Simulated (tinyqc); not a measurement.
Worked calculation: Gupta-type many-body potential for a metal. Computed by tinyqc, a small Python program that keeps every step. Command: `OMP_NUM_THREADS=1 python tinyqc.py 3028386 3028387 out.jsonl gupta walk`. One thread of a shared host (Intel(R) Xeon(R) Processor @ 2.30GHz), about 0.01 s of CPU time with the checks. Intermediate numbers are printed to about 6 digits and carried at full precision; extremes and crossings named in words are read from the listed rows.

E_i = sum_j A exp(-p (r_ij/r0 - 1)) - xi rho_i^gamma, with rho_i = sum_j exp(-2 q (r_ij/r0 - 1)); gamma = 1/2 is the tight-binding second-moment form. The crystal is fcc unless stated; d is the neighbour distance and a fixed number of shells is kept.

Inputs (values chosen for the exercise, modelled on palladium):
```
quantity                  value      unit
repulsion A               0.171        eV
hopping xi                 1.72        eV
decay p                    11.1         -
decay q                    3.75         -
reference distance r0     2.749  angstrom
shells kept                   3         -
embedding exponent gamma    0.5         -
```

Surface: (110).

Constants: 1 eV/angstrom^3 = 160.2176634 GPa; 1 eV/angstrom^2 = 16.02176634 J/m^2.

## Equilibrium of the fcc crystal

fcc shells: d sqrt(k), k = 1..5, with 12, 6, 24, 12, 24 atoms; Omega = d^3/sqrt2. Equilibrium: dE/dd = 0; B = d^2 E''(d)/(9 Omega).

neighbour distance d = 2.74806 angstrom

lattice constant = 3.88634 angstrom

cohesive energy E_c = 3.98527 eV

bulk modulus B = 203.357 GPa

## Shell terms at equilibrium

Repulsion and density of one neighbour in each shell, and their sums.

Shells:
```
shell  count  r (angstrom)  repulsion (eV)  density
1         12       2.74806     1.71650e-01  1.00257
2          6       3.88634     1.73197e-03  0.04492
3         24       4.75978     5.09186e-05  0.00414
```

repulsive energy = 2.07142 eV

density rho = 12.3998

The band term is -xi rho^gamma = -6.0567 eV; with the repulsion it gives -E_c.

## Unrelaxed vacancy

Each neighbour j of the vacancy loses one repulsive term and one density term: E_v = sum_shells count x {-repulsion - xi [(rho - density)^gamma - rho^gamma]}. (The removed atom returns to a bulk-like site, so its own energy cancels.)

vacancy energy E_v = 1.01891 eV

ratio E_v/E_c, E_c = xi rho^gamma less the repulsive energy = 0.255669

A pair potential gives E_v = E_c; here the ratio is 0.26, as the remaining bonds of the neighbours strengthen when one is lost.

## Elastic constants

Second derivatives of E/Omega at equilibrium under homogeneous strain: e_xx = h gives C11; e_xx = -e_yy = h gives 2 (C11 - C12); e_xy = e_yx = h/2 gives C44.

C11 = 242.081 GPa

C12 = 183.995 GPa

C44 = 77.6472 GPa

Cauchy pressure C12 - C44 = 106.348 GPa

C12/C44 = 2.37; pair forces would give 1. The excess comes from the curvature of the embedding term.

## The (110) surface

Cut the crystal without relaxation; an atom in layer l keeps the neighbours that lie below the surface plane. Excess = E_i + E_c. Surface energy = sum of excesses over the layers, divided by the area per surface atom: (sqrt3/2) d^2 for (111), d^2 for (100), sqrt2 d^2 for (110).

Layers:
```
layer  nearest neighbours  repulsion (eV)      rho  excess (eV)
1                       7         1.20919   7.2557     0.561417
2                      11         1.89600  11.2825     0.103886
3                      12         2.07121  12.3832     0.003847
```

excess per surface atom = 0.669149 eV

surface energy = 1.00384 J/m^2

## Three surfaces against bond counting

Bond counting with pair bonds charges E_c/12 for each missing nearest neighbour: 3, 4 and 6 per surface cell.

Surfaces:
```
face   missing bonds  excess (eV)  bond counting (eV)     ratio  surface energy (J/m^2)
(111)              3     0.316277             0.99632  0.317446                 0.77481
(100)              4     0.427112             1.32842  0.321518                 0.90615
(110)              6     0.669149             1.99264  0.335811                 1.00384
```

The order of surface energies is (111) < (100) < (110), with (110)/(111) = 1.296 against 1.225 from counting first-neighbour bonds. The excess is 0.32 to 0.34 of the bond-counting value: atoms with fewer neighbours have stronger bonds. Further shells enter the excess but not the count. Caution: relaxation, left out here, lowers surface energies. Caution: fitted second-moment potentials usually give surface energies well below measured ones.

## Energy against coordination

Nearest neighbours only, z equal bonds relaxed to their best length: r/r0 = 1 + ln[A p z^(1 - gamma)/(2 q gamma xi)]/(p - 2 q gamma), E = z A exp(-p (r/r0 - 1)) - xi [z exp(-2 q (r/r0 - 1))]^gamma.

Relaxed bonds:
```
z   r (angstrom)  E per atom (eV)  E/z (eV)
1        2.29150         -2.12586  -2.12586
2        2.42112         -2.51916  -1.25958
3        2.49694         -2.78215  -0.92738
4        2.55074         -2.98523  -0.74631
6        2.62657         -3.29687  -0.54948
8        2.68037         -3.53752  -0.44219
9        2.70239         -3.64104  -0.40456
12       2.75619         -3.90682  -0.32557
```

Bonds lengthen from 2.291 to 2.756 angstrom between z = 1 and 12, and |E| grows as z^0.245, the exponent gamma (p - 2q)/(p - 2 q gamma) = 0.245; pair bonds would give z^1 at a fixed length.

Checks made by the program: sum of the shell terms (relative difference below 1e-10); (C11 + 2 C12)/3 against B (relative difference below 1e-10).
